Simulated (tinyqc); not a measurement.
Potential-pH (Pourbaix) lines of a metal, its cation, its oxide and an oxyanion, with a complexing ligand. Changing the total ligand c_L. Computed by tinyqc, a small Python program. Command: `OMP_NUM_THREADS=1 python tinyqc.py 3016788 3016789 out.jsonl pourb sweep`. One thread of a shared host (Intel(R) Xeon(R) Processor @ 2.30GHz), about 0.01 s of CPU time with the checks.

Potentials are against the standard hydrogen electrode; solids and water have unit activity; dG_f of M, H+ and the electron is zero; F = e N_A and s = R T ln(10)/F. The cation carries z = 2.

Inputs (values chosen for the exercise, modelled on copper):

| quantity | value | unit |
|---|---|---|
| dG_f of the cation | 66.1 | kJ/mol |
| dG_f of the oxide | -130.71 | kJ/mol |
| dG_f of the oxyanion | -180.13 | kJ/mol |
| dG_f of water | -237.14 | kJ/mol |
| temperature T | 298.15 | K |
| log10 of the dissolved activity a | -6 | - |
| pH | 8.5 | - |
| potential E | -0.74 | V |
| log10 of the stability constant beta of ML | 7.6 | - |
| pKa of HL | 8.9 | - |
| limiting current density i_L | 0.00043 | A/cm^2 |
| molar volume V_m | 7.11 | cm^3/mol |

Species: M, M2+, MO, MO2(2-).

exchange current densities, metal and cathodic (A/cm^2): 3.5e-07  6.6e-10

Tafel slopes, anodic and cathodic (mV/decade): 50  120

Constants: R = 8.314462618 J/(mol K); e = 1.602176634e-19 C; N_A = 6.02214076e+23 1/mol.

Method:
- M2+ + 2e = M; MO + 2H+ + 2e = M + H2O; MO2(2-) + 4H+ + 2e = M + 2H2O. For each, E0 = -dG/(z F), and E = E0 + (s/z) log10 a - (s n_H/z) pH, with no activity term for the oxide.
- The metal is stable below the lowest of the three lines; above it, the species of the lowest line is stable. Water lines at 1 bar: hydrogen E = -s pH, oxygen E = -dG_f(water)/(2F) - s pH.
- The free ligand is c_L/(1 + 10^(pKa - pH)) (ligand in excess); dissolved metal is a in all, so the free cation is a/alpha, alpha = 1 + beta [L]; the cation line drops by (s/z) log10 alpha.
- Anodic i = i0a 10^((E - E_a)/b_a) with E_a the cation line with ligand; cathodic i = i0c 10^((E_c - E)/b_c) with E_c the oxygen line; supply caps the cathodic current, 1/i_c = 1/i(Tafel) + 1/i_L. E_corr makes the two currents equal. Without the cap it would be [b_c E_a + b_a E_c + b_a b_c log10(i0c/i0a)]/(b_a + b_c). Rate = i V_m/(z F). Films are left out.

One run for each value:

| total ligand c_L (mol/L) | log10 alpha | cation line with ligand (V) | etch rate (nm/min) | that line less the oxide line (V) |
|---|---|---|---|---|
| 1.00e-05 | 2.0583 | 0.10418 | 0.4074 | 0.055498 |
| 4.00e-05 | 2.6575 | 0.08645 | 0.5136 | 0.037774 |
| 2.00e-04 | 3.3557 | 0.06580 | 0.6710 | 0.017121 |
| 7.00e-04 | 3.8996 | 0.04971 | 0.8241 | 0.001032 |
| 3.00e-03 | 4.5316 | 0.03102 | 1.0426 | -0.017662 |
| 1.00e-02 | 5.0545 | 0.01555 | 1.2620 | -0.033128 |
| 6.00e-02 | 5.8326 | -0.00747 | 1.6639 | -0.056146 |
| 2.00e-01 | 6.3555 | -0.02293 | 1.9909 | -0.071612 |
| 1.00e+00 | 7.0545 | -0.04361 | 2.5057 | -0.092288 |

What does the table show, and why?

Over the rows, log10 alpha rises from 2.06 to 7.05; cation line with ligand (V) falls from 0.104 to -0.0436; etch rate (nm/min) rises from 0.407 to 2.51 (exponent d ln y / d ln x 0.17 between the first rows and 0.14 between the last). Once beta [L] exceeds 1, each decade of ligand lowers the cation line by s/z; the etch rate rises with it.

Caution (all rows): other oxidation states, hydroxides and hydrides are left out, and the lines say nothing of rates. Caution (rows 1.00e-5, 4.00e-5, 2.00e-4, 7.00e-4): at this pH the oxide, not the cation, is the stable product, and a film would cut the rate.
